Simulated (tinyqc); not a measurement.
Worked calculation: Hueckel theory of the pi electrons with the omega technique, for the molecule C1=CC=CC=CC=C1 (SMILES; centres numbered as the heavy atoms are written). One step of it, computed by the program tinyqc.

Task: Energy, charges, bond orders. E = sum n x; q_r = z_r - P_rr; bond order p = P_rs; free valence = sqrt(3) - sum of p over the bonds of the atom.

x values: 2.000000  1.414214  1.414214  0.000000  0.000000  -1.414214  -1.414214  -2.000000

occupations: 2.000000  2.000000  2.000000  1.000000  1.000000  0.000000  0.000000  0.000000

charge and bond-order matrix P:
```
,1C,2C,3C,4C,5C,6C,7C,8C
1C,1.000000,0.603553,0.000000,-0.103553,0.000000,-0.103553,0.000000,0.603553
2C,0.603553,1.000000,0.603553,0.000000,-0.103553,0.000000,-0.103553,0.000000
3C,0.000000,0.603553,1.000000,0.603553,0.000000,-0.103553,0.000000,-0.103553
4C,-0.103553,0.000000,0.603553,1.000000,0.603553,0.000000,-0.103553,0.000000
5C,0.000000,-0.103553,0.000000,0.603553,1.000000,0.603553,0.000000,-0.103553
6C,-0.103553,0.000000,-0.103553,0.000000,0.603553,1.000000,0.603553,0.000000
7C,0.000000,-0.103553,0.000000,-0.103553,0.000000,0.603553,1.000000,0.603553
8C,0.603553,0.000000,-0.103553,0.000000,-0.103553,0.000000,0.603553,1.000000
```

Centres:
```
centre,"z_r, pi electrons of the neutral centre",h
1C,1,0.000000
2C,1,0.000000
3C,1,0.000000
4C,1,0.000000
5C,1,0.000000
6C,1,0.000000
7C,1,0.000000
8C,1,0.000000
```

Bonds:
```
i,j,k
1,2,1
2,3,1
3,4,1
4,5,1
5,6,1
6,7,1
7,8,1
8,1,1
```

Give: pi energy = 8 alpha + this times beta; pi charges; Bond orders and lengths from R = 1.517 - 0.180 p; free valence of the carbons; gap between the highest filled and the next level.

Result:

pi energy = 8 alpha + this times beta = 9.657

pi charges: 1C 0.000, 2C 0.000, 3C 0.000, 4C 0.000, 5C 0.000, 6C 0.000, 7C 0.000, 8C 0.000

Bond orders and lengths from R = 1.517 - 0.180 p (angstrom, C-C alone):
```
bond,p,R
1-2,0.604,1.408
2-3,0.604,1.408
3-4,0.604,1.408
4-5,0.604,1.408
5-6,0.604,1.408
6-7,0.604,1.408
7-8,0.604,1.408
8-1,0.604,1.408
```

free valence of the carbons: 1C 0.525, 2C 0.525, 3C 0.525, 4C 0.525, 5C 0.525, 6C 0.525, 7C 0.525, 8C 0.525

gap between the highest filled and the next level = 1.414 |beta|
